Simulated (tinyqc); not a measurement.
Tight binding, kagome lattice, step by step. One step of it, computed by the program tinyqc.

Task: Bloch Hamiltonian at k. H_AB = -t1 - t2 exp(-i k.a1), H_AC = -t1 - t2 exp(-i k.a2), H_BC = -t1 - t2 exp(i k.(a1 - a2)), H_CC = delta.

Parameters chosen for this model:

| parameter | value | unit |
|---|---|---|
| t1 | 0.520000 | eV, up triangles |
| t2 | 1.480000 | eV, down triangles |
| delta | 0 | eV on site C |

k point k (fractions of the reciprocal vectors): -0.470000  -0.040000

Give: H(k) at k.

Result:

H(k) at k (eV):
```
               A             B              C
A          0.000  0.934-0.277i  -1.954-0.368i
B   0.934+0.277i         0.000   0.819+0.630i
C  -1.954+0.368i  0.819-0.630i          0.000
```
